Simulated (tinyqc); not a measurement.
Charge-trap memory cell: two steps of the calculation.

Channel, tunnel oxide, storage layer, blocking layer, gate. N electrons per area sit in a sheet at the centroid and shift the threshold by U = (q/eps0) N (tb/eb + xc tn/en). EOT = t1 + 3.9 (tn/en + tb/eb); tunnel field F = (Vg - U)/EOT; dN/dt = eta (J/q)(1 - N/Nm). Fowler-Nordheim: J = A F^2 exp(-B/F), A = q^2/(16 pi^2 hbar mo phi) (times 1e14 for A/cm^2 with F in V/nm, emitter mass m0), B = (4/3) sqrt(mo/C) phi^1.5, C = hbar^2/(2 m0).

Parameters, values chosen for the exercise; oxide values close to those of silicon dioxide, storage layer close to silicon nitride, blocking layer close to aluminium oxide: tunnel barrier phi = 3.16 eV; tunnelling mass mo = 0.45 m0; tunnel oxide (permittivity 3.9) t1 = 4.8 nm; storage layer tn = 8 nm; its relative permittivity en = 7.4; blocking layer tb = 11 nm; its relative permittivity eb = 9; charge centroid, share of tn counted from the blocking side xc = 0.58; capture efficiency of an empty layer eta = 0.83; trap density Nm = 1.8e13 cm^-2; gate voltage less flat band and surface potential Vg = 16.8 V; first time step d0 = 6.4e-7 s; growth of the step gr = 1.6; steps n = 8.

Constants: q = 1.602176634e-19 C, hbar = 1.054571817e-34 J s, m0 = 9.1093837015e-31 kg, eps0 = 8.8541878128e-14 F/cm where lengths are in cm, hbar^2/(2 m0) = 0.0380998212 eV nm^2. Results are converted to the units shown.

Task 1. Constants of the stack. EOT, the shift for 1e12 electrons per cm^2, the shift with all traps full, and the starting field, current and rate.

Give: EOT; shift for 1e12 cm^-2; shift with all traps full; F(0); J(0); dN/dt at the start.

Result 1.

EOT = 13.78 nm
shift for 1e12 cm^-2 = 0.3346 V
shift with all traps full = 6.023 V
F(0) = 1.219 V/nm
J(0) = 0.1086 A/cm^2
dN/dt at the start = 5.624e17 cm^-2 s^-1

Task 2. Midpoint steps of growing length. N(half) = N + (d/2) r(N), N(new) = N + d r(N(half)), r = dN/dt; the step starts at d0 and is multiplied by gr each time. Field in the blocking layer (3.9 F + q N/eps0)/eb.

Give: t; N; U; F; blocking field.

Result 2.

t, step 0 to 8 (s): [0, 6.4000e-7, 1.6640e-6, 3.3024e-6, 5.9238e-6, 1.0118e-5, 1.6829e-5, 2.7566e-5, 4.4746e-5]
N, step 0 to 8 (cm^-2): [0, 3.2792e11, 7.5546e11, 1.2808e12, 1.8904e12, 2.5630e12, 3.2766e12, 4.0117e12, 4.7535e12]
U, step 0 to 8 (V): [0.0000, 0.1097, 0.2528, 0.4286, 0.6326, 0.8576, 1.0964, 1.3424, 1.5906]
F, step 0 to 8 (V/nm): [1.2189, 1.2109, 1.2006, 1.1878, 1.1730, 1.1567, 1.1394, 1.1215, 1.1035]
blocking field, step 0 to 8 (V/nm): [0.52819, 0.53133, 0.53543, 0.54047, 0.54631, 0.55276, 0.55960, 0.56664, 0.57375]

Range of the model: The Fowler-Nordheim form needs F t1 above phi; trap-assisted paths and leakage through the blocking layer are left out.

tinyqc, about 0.07 s, one thread, Intel Xeon 2.30GHz (shared host): `OMP_NUM_THREADS=1 python tinyqc.py 2130057 2130058 out.jsonl`
